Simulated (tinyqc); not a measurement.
Polycrystalline film, grain-boundary barriers (Seto model): one step of the calculation.

One-dimensional grains of size Lg with donors N; each boundary has Qt acceptor-like traps per area at one level Et below the band edge. Trapped electrons qt deplete a width w = qt/N (both sides together) and raise a barrier Vb = q N w^2/(8 eps0 eps_r). Current crosses the barriers by thermionic emission at small bias. Abrupt depletion, full ionisation, Boltzmann statistics.

Task. Trapped charge. w = qt/N, Vb = q N w^2/(8 eps0 eps_r), out = Qt/(1 + 2 (Nc/N) exp((Vb - Et)/Vt)); qt(new) = qt + 0.12 (out - qt).

Inputs (values chosen for the exercise); values close to those of polycrystalline silicon: temperature T = 300 K; relative permittivity of the semiconductor eps_r = 11.7; grain size Lg = 400 nm; trap density at a boundary Qt = 2.5e12 cm^-2; donor density N = 2.1e17 cm^-3; conduction-band density of states at T Nc = 2.8e19 cm^-3; trap level below the band edge Et = 0.55 eV.

Constants: q = 1.602176634e-19 C, kB = 1.380649e-23 J/K, Vt = kB T/q, eps0 = 8.8541878128e-14 F/cm where lengths are in cm. Results are converted to the units shown.

qt after iteration 1 = 1.9553414e12 cm^-2

Wanted: w; Vb; out; qt after iteration 2.

Result.

w = 93.111 nm
Vb = 0.35197 V
out = 2.2209e12 cm^-2
qt after iteration 2 = 1.9872e12 cm^-2

Numbers from tinyqc (`OMP_NUM_THREADS=1 python tinyqc.py 2610009 2610010 out.jsonl`; about 0.01 s on one thread of a shared Intel Xeon 2.30GHz).
